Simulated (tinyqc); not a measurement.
Changing the drive-in temperature T2: two-step dopant diffusion (predeposition and drive-in) with a constant diffusivity. Computed by tinyqc, a small Python program. Command: `OMP_NUM_THREADS=1 python tinyqc.py 3007926 3007927 out.jsonl dopdiff sweep`. One thread of a shared host (Intel(R) Xeon(R) Processor @ 2.30GHz), about 0.02 s of CPU time with the checks.

Fick diffusion into a half space x > 0 whose background doping C_B is of the opposite type, so that a junction lies where C = C_B.

Inputs (values chosen for the exercise, modelled on phosphorus in silicon): prefactor D0 = 5.43 cm^2/s; activation energy E = 3.71 eV; surface concentration C_s = 6.5e+19 1/cm^3; background doping C_B = 1.1e+14 1/cm^3; predeposition temperature T1 = 875 C; predeposition time t1 = 10 min; drive-in time t2 = 120 min.

Furnace ramps of the drive-in: none.

Constants: k_B = 8.617333262e-05 eV/K.

Method:
- D = D0 exp(-E/(k_B T)).
- Temperatures in kelvin are T(C) + 273.15.
- Times in seconds are 60 times the minutes.
- (Dt)2 = D2 t2, t2 in seconds.
- C = C_s erfc(x/(2 sqrt(D1 t1))); dose Q = 2 C_s sqrt(D1 t1/pi); the junction solves erfc(z) = C_B/C_s with x_j = 2 z sqrt(D1 t1).
- With a sealed surface and a thin source, C = Q/sqrt(pi (Dt)2) exp(-x^2/(4 (Dt)2)); x_j = 2 sqrt((Dt)2 ln(C(0)/C_B)); gradient at the junction |dC/dx| = C_B x_j/(2 (Dt)2).

One run for each value; columns: (1) drive-in temperature T2 (C); (2) junction depth x_j (um); (3) surface concentration C(0) (Gaussian) (1/cm^3); (4) D2 (cm^2/s); (5) gradient at the junction (1/cm^4):
```
(1)      (2)         (3)         (4)         (5)
950   0.2906  3.7838e+18  2.8079e-15  7.9069e+19
1000  0.5606  1.8957e+18  1.1187e-14  3.8280e+19
1025  0.7633  1.3688e+18  2.1456e-14  2.7176e+19
1050  1.0267  1.0006e+18  4.0150e-14  1.9533e+19
1075  1.3651  7.4004e+17  7.3407e-14  1.4205e+19
1100  1.7952  5.5335e+17  1.3129e-13  1.0445e+19
1150  3.0117  3.1901e+17  3.9504e-13  5.8238e+18
1200  4.8676  1.9092e+17  1.1030e-12  3.3713e+18
```

Over the rows, junction depth x_j (um) rises from 0.291 to 4.87; surface concentration C(0) (Gaussian) (1/cm^3) falls from 3.78e18 to 1.91e17. D2 rises by a factor 393 over the range, x_j by 16.7, less than the square root 19.8, as the surface value drops.

Caution (all rows): C_s exceeds the intrinsic carrier density of silicon at the predeposition temperature (2e18 to 1e19 per cm^3), where real diffusivities rise with concentration and profiles turn box-like.
